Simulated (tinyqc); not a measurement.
## Input admittance of a MOSFET at zero drain bias: distributed channel and distributed gate: input impedance against frequency

Source and drain grounded, strong inversion, w = 2 pi f, Cox = eps0 eox/tox. The channel is an RC line of resistance 1/(mu Cox Vo) per square fed from both ends, so one finger has the intrinsic admittance y = i w Cox L tanh(g)/g per width, g = (1/2) sqrt(i w tau), tau = L^2/(mu Vo). The vertical resistance rv/L is in series with y, the overlaps 2 i w Cov in parallel: y_t = 1/(1/y + rv/L) + 2 i w Cov. The gate strip is a line of Rsh/L per length loaded by y_t, so a finger has Y = y_t Wf tanh(k)/k, k = (Wf/sd) sqrt(y_t Rsh/L); the device has Nf Y.

Low-frequency limits, with c = Cox L and ct = c + 2 Cov: R_strip = Rsh Wf/(3 sd^2 L Nf), R_ch = (c/ct)^2 L/(12 mu Cox Vo Wf Nf), R_vert = (c/ct)^2 rv/(L Wf Nf), C = ct Wf Nf. Z = 1/(Nf Y) = R + 1/(i w C), Q = |Im Z|/R, far-point signal |1/cosh k|.

Inputs (values chosen for the exercise); values of the order met in silicon radio-frequency transistors:
- eox = 3.9 (relative permittivity of the gate insulator (close to silicon dioxide))
- tox = 3 nm (insulator thickness)
- L = 0.52 um (channel length)
- Wf = 1.5 um (finger width)
- Nf = 4 (number of fingers)
- mu = 190 cm^2/(V s) (channel mobility)
- Vo = 0.64 V (gate overdrive)
- Rsh = 6.1 ohm/square (sheet resistance of the gate)
- rv = 1.1 ohm um^2 (vertical resistivity of the gate stack)
- sd = 1 (number of ends at which a finger is contacted)
- Cov = 0.18 fF/um (overlap and fringe capacitance on each side)

Constants: eps0 = 8.8541878128e-14 F/cm where lengths are in cm. Results are converted to the units shown.

The same in every row: low-frequency R (ohm) = 47.691.

Input impedance against frequency:

| f (GHz) | w tau | \|k\| | R (ohm) | C (fF) | Q | signal at the far point |
|---|---|---|---|---|---|---|
| 0.4 | 0.055887 | 0.020516 | 47.691 | 38.072 | 219.14 | 1.0000 |
| 0.8 | 0.11177 | 0.029014 | 47.690 | 38.072 | 109.57 | 1.0000 |
| 2 | 0.27944 | 0.045868 | 47.689 | 38.068 | 43.835 | 0.99998 |
| 4 | 0.55887 | 0.064830 | 47.682 | 38.053 | 21.929 | 0.99991 |
| 10 | 1.3972 | 0.10211 | 47.639 | 37.948 | 8.8039 | 0.99942 |
| 20 | 2.7944 | 0.14248 | 47.484 | 37.580 | 4.4595 | 0.99782 |
| 60 | 8.3831 | 0.22188 | 45.921 | 34.219 | 1.6881 | 0.98773 |
| 100 | 13.972 | 0.25416 | 43.200 | 29.575 | 1.2457 | 0.98032 |
| 300 | 41.915 | 0.32388 | 28.049 | 16.356 | 1.1564 | 0.96714 |

R falls from 47.7 to 28.0 ohm and C falls from 38.1 to 16.4 fF. Q goes as f^(-1.00) between the first two rows and f^(-0.07) between the last two, where w tau = 41.9 and |k| = 0.324. The low-frequency limits hold both R and C within 5 % up to f = 20 GHz among the rows.

tinyqc, about 0.01 s, one thread, Intel Xeon 2.30GHz (shared host): `OMP_NUM_THREADS=1 python tinyqc.py 2262151 2262152 out.jsonl`
